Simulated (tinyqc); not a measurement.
# Scale length and length offset from two DIBL values

Problem. DIBL = exp(-Le/(2 l)) + 2 exp(-Le/l) with Le = L - dL. Find l, dL and the drawn length for a DIBL of 100 mV/V.

DIBL at drawn lengths 38 and 65 nm (mV/V): [162.45499, 27.767581]

Answer. With e = exp(-Le/(2 l)), 2 e^2 + e = DIBL gives e and so Le/l at each length; Le/l is a straight line in L with slope 1/l.

l = 8.50 nm
dL = 3.20 nm
length for 100 mV/V = 45.0 nm

Program tinyqc, `OMP_NUM_THREADS=1 python tinyqc.py 2002043 2002044 out.jsonl`; Intel Xeon 2.30GHz, shared host, one thread, about 0.01 s.
